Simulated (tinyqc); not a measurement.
Plane-wave Kohn-Sham cycle with exchange-only LDA in a layered model solid, step by step. One step of it, computed by the program tinyqc.

Task: Iteration 2: potential. V_H(G) = 4 pi rho(G)/G^2 for G != 0 (uniform background); v_x = -(3 rho/pi)^(1/3); V = V_ext + V_H + v_x; Fourier components f(G_m) = (1/N) sum_j f(x_j) exp(-i G_m x_j).

A solid whose potential varies along x alone (atomic units):
```
parameter                      value
period a                   16.000000
cross-section of the cell  24.000000
electrons per cell                 2
grid points                       16
plane waves -n..n, n               2
k points                           1
V1 in V1 cos(2 pi x/a)     -0.710000
V2 in V2 cos(4 pi x/a)     -0.190000
```

density after iteration 1 (e/bohr^3): 0.00872651  0.00723801  0.00456247  0.00347423  0.00415856  0.00494879  0.00513428  0.00517231  0.00522952  0.00517231  0.00513428  0.00494879  0.00415856  0.00347423  0.00456247  0.00723801

Give: Potentials on the grid; V(G_m), m = 0, 1, 2, ....

Result:

Potentials on the grid (hartree):
```
x          V_ext      V_H      v_x        V
0.0000   -0.9000   0.0951  -0.2027  -1.0077
1.0000   -0.7903   0.0746  -0.1905  -0.9062
2.0000   -0.5020   0.0300  -0.1633  -0.6354
3.0000   -0.1374  -0.0084  -0.1491  -0.2949
4.0000    0.1900  -0.0269  -0.1584   0.0048
5.0000    0.4061  -0.0323  -0.1678   0.2060
6.0000    0.5020  -0.0337  -0.1699   0.2985
7.0000    0.5216  -0.0340  -0.1703   0.3173
8.0000    0.5200  -0.0340  -0.1709   0.3151
9.0000    0.5216  -0.0340  -0.1703   0.3173
10.0000   0.5020  -0.0337  -0.1699   0.2985
11.0000   0.4061  -0.0323  -0.1678   0.2060
12.0000   0.1900  -0.0269  -0.1584   0.0048
13.0000  -0.1374  -0.0084  -0.1491  -0.2949
14.0000  -0.5020   0.0300  -0.1633  -0.6354
15.0000  -0.7903   0.0746  -0.1905  -0.9062
```

V(G_m), m = 0, 1, 2, ... (hartree): -0.1695  -0.3305  -0.0881  -0.0008  -0.0006
